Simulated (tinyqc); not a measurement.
## Core-level spacing from the offsets

Problem. For an overlayer B on a substrate A, dEv = (iB - iA) - (cB - vB) + (cA - vA) in binding energies, and dEc + dEv = EgB - EgA. Find dEv and the spacing iB - iA that a thin film must show.

Values chosen for this exercise:
- EgA = 3.29 eV (gap of the substrate A)
- EgB = 5.83 eV (gap of the overlayer B)

dEc = 0.63959047 eV
cA - vA = 48.590410 eV
cB - vB = 53.05 eV

Solution. The gaps give dEv, and the Kraut relation is solved for the spacing.

dEv = 1.9004 eV
iB - iA = 6.3600 eV

Program tinyqc, `OMP_NUM_THREADS=1 python tinyqc.py 2410090 2410091 out.jsonl`; Intel Xeon 2.30GHz, shared host, one thread, about 0.01 s.
